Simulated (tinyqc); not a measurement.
## Gain factor and gap resistance from two string resistances

Problem. At small bit-line voltage each of the 64 cells has the resistance 1/(K x) at overdrive x (no mobility reduction) in series with a gap resistance Rg. Find K, Rg and the share of the gaps at the higher overdrive.

resistance of a string of 64 equal cells at overdrives of 4.2 and 8.2 V (kohm): [3493.6029, 2064.1381]

Solution. The resistance per cell is a straight line in 1/x with slope 1/K and intercept Rg.

K = 5.200 uA/V^2
Rg = 8.800 kohm
share of the gaps = 27.28 %

tinyqc, about 1 s, one thread, Intel Xeon 2.30GHz (shared host): `OMP_NUM_THREADS=1 python tinyqc.py 2142112 2142113 out.jsonl`
